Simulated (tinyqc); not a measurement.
Worked calculation: bound state in one dimension: Numerov shooting, finite differences, DVR. Computed by tinyqc, a small Python program that keeps every step. Settings: points = 96. Command: `OMP_NUM_THREADS=1 python tinyqc.py 23653 23654 out.jsonl` (the two numbers bound the seeds that draw the settings). One thread of a shared host (Intel(R) Xeon(R) Processor @ 2.60GHz), about 0.01 s of CPU time with the checks.

## Numerov steps at E = 0.1

One particle of mass 1 in V = 1.37^2 x^2/2 + 0 x^4 (atomic units), psi = 0 at both ends:
```
parameter                 value
left end              -4.500000
right end              4.500000
intervals                    96
h                      0.093750
state sought (nodes)          2
```

k_i = 2 m (E - V_i); (1 + h^2 k_(i+1)/12) y_(i+1) = 2 (1 - 5 h^2 k_i/12) y_i - (1 + h^2 k_(i-1)/12) y_(i-1), from y_0 = 0, y_1 = 0.001.

Points along the way:
```
i          x         V          k          y
0   -4.50000  19.00361  -37.80723    0.00000
1   -4.40625  18.22004  -36.24009    0.00100
2   -4.31250  17.45297  -34.70594    0.00232
3   -4.21875  16.70239  -33.20479    0.00437
4   -4.12500  15.96831  -31.73663    0.00772
5   -4.03125  15.25073  -30.30146    0.01327
32  -1.50000   2.11151   -4.02302  287.76980
33  -1.40625   1.85582   -3.51164  354.94253
34  -1.31250   1.61663   -3.03325  433.05441
35  -1.21875   1.39393   -2.58786  522.69074
36  -1.12500   1.18773   -2.17545  624.19080
37  -1.03125   0.99802   -1.79604  737.59739
```

## Bisection on the node count

With more sign changes than the state has nodes (the last point included) the energy is too high, else too low; the bracket starts as 0.1 to 12.

Trials:
```
trial          E  sign changes  y at the right end   next
1      6.0500000             4            1.49e+02  lower
2      3.0750000             2            1.27e+05  raise
3      4.5625000             3           -4.14e+03  lower
4      3.8187500             3           -2.80e+04  lower
5      3.4468750             3           -3.91e+03  lower
6      3.2609375             2            4.29e+04  raise
7      3.3539063             2            1.55e+04  raise
8      3.4003906             2            4.86e+03  raise
9      3.4236328             2            2.53e+02  raise
10     3.4352539             3           -1.88e+03  lower
11     3.4294434             3           -8.28e+02  lower
12     3.4265381             3           -2.91e+02  lower
13     3.4250854             3           -1.97e+01  lower
14     3.4243591             2            1.17e+02  raise
...          ...           ...                 ...    ...
29     3.4249805             2            3.51e-03  raise
30     3.4249806             2            1.43e-03  raise
31     3.4249806             2            3.94e-04  raise
```

eigenvalue = 3.4249806 hartree

## The same grid by other methods

Three-point finite differences and the sine-DVR kinetic matrix of Colbert and Miller on the same points.

Lowest levels (hartree):
```
state  finite differences      DVR
0                 0.68448  0.68500
1                 2.05242  2.05500
2                 3.41828  3.42500
3                 4.78208  4.79500
4                 6.14379  6.16500
```
